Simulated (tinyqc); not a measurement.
Raising the sheet density: inversion layer as a triangular well, valleys of the Si type.

Six ellipsoidal valleys with their long axes along the cube axes, mass ml along the axis and mt across it. For a valley whose axis makes the angle theta with the surface normal, 1/m_z = cos^2(theta)/ml + sin^2(theta)/mt sets the confinement; in the plane the masses are m_1 = mt and m_2 = ml mt/m_z, and m_d = sqrt(m_1 m_2).

The field is taken as constant, e F = 4 pi (e^2/4 pi eps0)(Nd + eta Ns)/eps, with 1e12/cm^2 = 1e-4/angstrom^2, and the oxide as a hard wall at z = 0; c = hbar^2/2m0.

Level j of a valley lies at E_j = a_j (c (e F)^2/m_z)^(1/3) above the band edge at the surface, with the Airy zeros a_j = 2.338107, 4.087949, 5.520560, 6.786708, 7.944134, 9.022651, 10.040174, 11.008524, 11.936016, 12.828777, and has <z> = 2 E_j/(3 e F).

Subband i holds n_i = g m_d/(2 pi c) kB T ln(1 + exp((EF - E_i)/kB T)) (spin included), and EF is fixed by sum n_i = Ns over the levels listed or, where none are listed, over j = 0 to 9 of each group; 1e12/cm^2 = 1e-4/angstrom^2.

Constants: hbar^2/2m0 = 3.80998211 eV angstrom^2; e^2/(4 pi eps0) = 14.39964547 eV angstrom; kB = 8.617333262e-05 eV/K.

Values chosen for the exercise (near those of Si; shifted at random, so the results belong to these values and not to a real crystal): ml = 0.934 m0 (longitudinal mass); mt = 0.19 m0 (transverse mass); eps = 11.8 (dielectric constant); Nd = 0.54 x 1e12/cm^2 (depletion charge); eta = 0.75 (share of Ns in the effective field); face = 111 (surface); T = 150 K (temperature); Nss = (0.8, 1.5, 2.5, 4, 6, 9, 13) x 1e12/cm^2 (sheet densities).

Valleys (masses in m0):
```
valleys g  cos^2(theta)      m_z      m_1      m_2      m_d
6               0.33333  0.25869  0.19000  0.68600  0.36103
```

The field, the ladders and EF anew for each Ns.

Results:
```
Ns (1e12/cm^2)  F (MV/cm)  lowest E (eV)  next - lowest (meV)  EF - lowest (meV)  share of lowest (%)  <z> (angstrom)
0.8                 0.175         0.0832                 62.2              -34.3                 99.2            31.9
1.5                 0.255         0.1071                 80.1              -25.7                 99.8            28.0
2.5                 0.370         0.1372                102.7              -18.5                100.0            24.7
4.0                 0.543         0.1770                132.5              -11.6                100.0            21.7
9.0                 1.118         0.2865                214.4                1.9                100.0            17.1
13.0                1.578         0.3606                269.8                9.2                100.0            15.2
```

Give the missing row, Ns (1e12/cm^2) = 6.0.

Computed row:
```
Ns (1e12/cm^2)  F (MV/cm)  lowest E (eV)  next - lowest (meV)  EF - lowest (meV)  share of lowest (%)  <z> (angstrom)
6.0                 0.773         0.2240                167.7               -5.2                100.0            19.3
```

Levels scale as F^(2/3): the field grows by 9.03 and the lowest level by 4.34. The layer thins from 31.9 to 15.2 angstrom. EF passes the lowest edge between 6 and 9 e12/cm^2. The share of the lowest subband rises throughout: the spacing grows faster than the band fills.

(tinyqc, `OMP_NUM_THREADS=1 python tinyqc.py 1282391 1282392 out.jsonl`, Intel(R) Xeon(R) Processor @ 2.30GHz, 1 thread, shared host, about 0.03 s.)
